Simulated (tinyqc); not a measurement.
Thin-body transistor below threshold, two-dimensional Poisson equation on a small mesh: one step of the calculation.

A thin body on a thick buried insulator of low permittivity, taken as carrying no normal field at the bottom of the body (row 0). Mobile charge is neglected (subthreshold), the body is fully depleted, and potentials are counted from the intrinsic level; rows run upward to the gate, columns from source to drain.

Question. Over-relaxation sweep (omega = 1.5). Free nodes: rows 0..3, columns 1..5, taken row by row from row 0, left to right. t = (up psi(above) + dn psi(below) + lat [psi(left) + psi(right)] + s)/(up + dn + 2 lat), with the newest neighbours; psi(new) = psi + 1.5 (t - psi).

psi after iteration 1 (V):

|  | j=0 | j=1 | j=2 | j=3 | j=4 | j=5 | j=6 |
|---|---|---|---|---|---|---|---|
| row 0 | 0.58000000 | 0.57983964 | 0.58769277 | 0.59599861 | 0.60433013 | 0.61266393 | 0.63000000 |
| row 1 | 0.58000000 | 0.57395038 | 0.58113672 | 0.58938598 | 0.59771327 | 0.60604670 | 0.63000000 |
| row 2 | 0.58000000 | 0.56986678 | 0.57635963 | 0.58453041 | 0.59285032 | 0.60118307 | 0.63000000 |
| row 3 | 0.58000000 | 0.30506987 | 0.29065575 | 0.29293990 | 0.29632905 | 0.29979322 | 0.63000000 |
| row 4 | 0.11000000 | 0.11000000 | 0.11000000 | 0.11000000 | 0.11000000 | 0.11000000 | 0.11000000 |

| row | up | dn | lat | s (V) |
|---|---|---|---|---|
| 0 | 45.5 | 0 | 1.8571429 | -0.27866497 |
| 1 | 45.5 | 45.5 | 3.7142857 | -0.55732995 |
| 2 | 45.5 | 45.5 | 3.7142857 | -0.55732995 |
| 3 | 30 | 45.5 | 3.2071429 | -0.27866497 |

Wanted: psi after iteration 2.

Answer.

psi after iteration 2 (V):

|  | j=0 | j=1 | j=2 | j=3 | j=4 | j=5 | j=6 |
|---|---|---|---|---|---|---|---|
| row 0 | 0.58000 | 0.56363 | 0.56922 | 0.57729 | 0.58560 | 0.59444 | 0.63000 |
| row 1 | 0.58000 | 0.55622 | 0.56012 | 0.56795 | 0.57624 | 0.58580 | 0.63000 |
| row 2 | 0.58000 | 0.36924 | 0.34724 | 0.34939 | 0.35392 | 0.36068 | 0.63000 |
| row 3 | 0.58000 | 0.26157 | 0.23188 | 0.23099 | 0.23322 | 0.25664 | 0.63000 |
| row 4 | 0.11000 | 0.11000 | 0.11000 | 0.11000 | 0.11000 | 0.11000 | 0.11000 |

tinyqc, about 0.09 s, one thread, Intel Xeon 2.30GHz (shared host): `OMP_NUM_THREADS=1 python tinyqc.py 2480089 2480090 out.jsonl`
